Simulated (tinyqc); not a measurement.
Thermal stress and diffusional relaxation in a metal film: Coble and Nabarro-Herring creep, cooling and holds: one step, computed by the program tinyqc.

A thin film on a rigid substrate is stress-free at T0. Tension is positive and the film creeps linearly: d sigma/dt = -M (mismatch) dT/dt - sigma/tau.

Question. Stress after cooling to room temperature. Creep rate per stress: Nabarro-Herring 14 D Omega/(k_B T d^2), Coble (14 pi) delta D_b Omega/(k_B T d^3), with D = D0 exp(-E/(k_B T)), delta D_b = (delta D_b)0 exp(-E_b/(k_B T)); 1/tau = M x (sum of both)/2 (biaxial strain rate is half the uniaxial one). Temperatures in kelvin are T(C) + 273.15. Cooling from T0 at the constant rate: d sigma/dT = -slope + sigma/(tau(T) x rate), integrated to 25 C (stiff solver, tolerance 1e-9). Effective stress-free temperature T_eff = 25 C + sigma/slope.

Inputs (values chosen for the exercise, modelled on aluminium films on silicon): biaxial modulus M = 112 GPa; atomic volume Omega = 16.6 angstrom^3; lattice prefactor D0 = 0.00019 m^2/s; lattice energy E = 1.47 eV; boundary prefactor (delta D_b)0 = 5.1e-14 m^3/s; boundary energy E_b = 0.902 eV; grain size d = 0.57 um; stress-free temperature T0 = 350 C; hold temperature T = 160 C; cooling rate = 10 C/min; yield stress = 330 MPa.

thermoelastic slope = 2.1952 MPa/K

Constants: k_B = 1.380649e-23 J/K; k_B = 8.617333262e-05 eV/K.

Give: stress at 25 C; effective stress-free temperature.

Answer.

stress at 25 C = 214.92 MPa

effective stress-free temperature = 122.90 C

Creep during cooling removes 69.9 % of the elastic value. Caution: the elastic stress exceeds the yield stress, so dislocation glide would cap it first. Caution: bulk creep laws overstate relaxation in a bonded film, and dislocation glide would cap stresses above the yield stress.
